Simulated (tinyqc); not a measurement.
Vertical double-diffused power MOSFET, components of the on-resistance: one step of the calculation.

Stripe cells of pitch Wp + a, two channels a cell. Current flows through the channels, spreads in the accumulation layer, passes the gap between the p bodies and spreads at 45 degrees into the drift layer below them. Low drain voltage, full ionisation.

Problem. Components of the on-resistance. Pitch p = Wp + a, Cox = 3.9 eps0/tox; zero-bias depletion in the gap w0 = sqrt(2 eps0 eps_r Vbi/(q N Nj)), open gap g = a - 2 w0; R_ch = Lc p/(2 mch Cox Vov); R_acc = 0.6 a p/(4 mac Cox Vov), 0.6 being an empirical factor for current leaving the layer along its length; R_gap = (rho/Nj) xp p/g; spreading depth t = min(W, (p - g)/2); R_drift = (rho p/2) ln((g + 2 t)/g) + rho (W - t); R_on = the sum with Rs.

Parameters, values chosen for the exercise; bulk values close to those of gallium nitride:
- eps_r = 9.46 (relative permittivity)
- tox = 34 nm (gate oxide thickness (eps_r 3.9))
- Vov = 8 V (gate overdrive)
- mch = 36 cm^2/(V s) (channel mobility)
- mac = 71 cm^2/(V s) (accumulation-layer mobility)
- Lc = 0.9 um (channel length)
- Wp = 2.8 um (width of the p body in one cell, channels included)
- a = 2.1 um (gap between neighbouring p bodies)
- xp = 1.9 um (depth of the p body)
- Nj = 1 (doping of the gap over the drift doping)
- Vbi = 3.04 V (built-in voltage of the body junction)
- Rs = 0.17 mohm cm^2 (substrate and contact resistance)

Constants: q = 1.602176634e-19 C, eps0 = 8.8541878128e-14 F/cm where lengths are in cm. Results are converted to the units shown.

N = 1.7098621e16 cm^-3
W = 8.5662317 um
mu = 465.73017 cm^2/(V s)
rho = 0.78377995 ohm cm

Wanted: w0; g; components; R_on; shares.

Solution.

w0 = 0.43116 um
g = 1.2377 um
components (mohm cm^2): channel 0.75384, accumulation 0.26756, gap 0.58957, drift 0.79211, substrate 0.17000
R_on = 2.5731 mohm cm^2
shares (%): channel 29.297, accumulation 10.398, gap 22.913, drift 30.784, substrate 6.607

The drift term is the largest. R_on is 3.83 times the ideal drift resistance, and spreading raises the drift term to 1.18 times it.

Program tinyqc, `OMP_NUM_THREADS=1 python tinyqc.py 2230043 2230044 out.jsonl`; Intel Xeon 2.30GHz, shared host, one thread, about 0.01 s.
